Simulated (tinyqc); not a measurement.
Landau-Devonshire theory of a uniaxial ferroelectric: one step, computed by the program tinyqc.

G(P) = (alpha/2) P^2 + (beta*/4) P^4 + (gamma/6) P^6 - E P per volume, SI units, one domain, P along the polar axis, which is normal to the film.

Task: A capacitor with imperfect screening. Between shorted electrodes with screening length lambda each, the depolarising field is -k P, k = 2 lambda/(eps_0 (d + 2 lambda eps_b)), so alpha turns into alpha + k. Ps^2 = [-beta* + sqrt(beta*^2 - 4 alpha gamma)]/(2 gamma). The polar state is the lowest uniform state while alpha + k < 0 (beta* > 0) or < 3 beta*^2/(16 gamma) (beta* < 0); setting the equality gives the critical thickness d_c.

Inputs (values chosen for the exercise, modelled on barium titanate): Curie-Weiss temperature T0 = 381 K; temperature T = 292 K; film thickness d = 5.4 nm; screening length lambda = 0.022 nm; background permittivity eps_b = 5.

Sample: epitaxial film.

alpha = -2.466747e+08 J m/C^2

beta* = 5.257143e+08 J m^5/C^4

Constants: eps_0 = 8.8541878128e-12 F/m.

Give: depolarising coefficient k; polarisation of the film; size of the depolarising field; critical thickness d_c.

Result:

depolarising coefficient k = 8.842e+08 J m/C^2

polarisation of the film = 0 microcoulomb/cm^2

size of the depolarising field = 0 MV/m

critical thickness d_c = 19.93 nm

The film is thinner than d_c, so the uniform polar state is not the lowest one; a real film may break into domains or be non-polar.
